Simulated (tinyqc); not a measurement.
Rectangular fin or nanosheet with a gate all round, subbands and threshold shift from confinement: one step of the calculation.

Undoped body with a flat potential across it, hard walls, transport along x. Three valley pairs (g = 2 each) with the longitudinal mass along x, y or z. Non-parabolicity enters the subband edges through E (1 + al E) = gamma, so E = 2 gamma/(1 + sqrt(1 + 4 al gamma)); motion within a subband is taken as parabolic with the band-edge mass. Energies are counted from the bulk band edge.

Problem. Threshold shift. Each subband has N_k = g sqrt(2 mx m0 kB T/(pi hbar^2)); without degeneracy n = exp(EF/Vt) sum N_k exp(-E_k/Vt). Classical value Nc times t H, Nc = sum over valleys of 2 g (m m0 kB T/(2 pi hbar^2))^1.5 with m = (mx my mz)^(1/3). Threshold shift dVT = Vt ln(classical value/sum N_k exp(-E_k/Vt)). Use the subbands listed.

Inputs (values chosen for the exercise); masses close to those of silicon:
```
symbol  value  unit            meaning
T          77     K        temperature
ml      0.898    m0  longitudinal mass
mt       0.19    m0    transverse mass
t         8.1    nm    width (along y)
H         8.1    nm   height (along z)
```

Constants: q = 1.602176634e-19 C, kB = 1.380649e-23 J/K, hbar = 1.054571817e-34 J s, m0 = 9.1093837015e-31 kg, Vt = kB T/q. Results are converted to the units shown.

```
subband     E_k (eV)  N_k (cm^-1)
y1,1     0.033424507  2.0525900e6
z1,1     0.033424507  2.0525900e6
y2,1     0.050511071  2.0525900e6
z1,2     0.050511071  2.0525900e6
x1,1     0.054606194  4.4623493e6
y3,1     0.078387225  2.0525900e6
z1,3     0.078387225  2.0525900e6
```

Wanted: shares; sum N_k exp(-E_k/Vt); Nc; classical value; dVT.

Solution.

shares, subband y1,1 to z1,3 (%): 44.57  44.57  3.39  3.39  3.98  0.05  0.05
sum N_k exp(-E_k/Vt) = 2.990e4 cm^-1
Nc = 3.525e18 cm^-3
classical value = 2.313e6 cm^-1
dVT = 28.85 mV

tinyqc, about 0.2 s, one thread, Intel Xeon 2.30GHz (shared host): `OMP_NUM_THREADS=1 python tinyqc.py 2350067 2350068 out.jsonl`
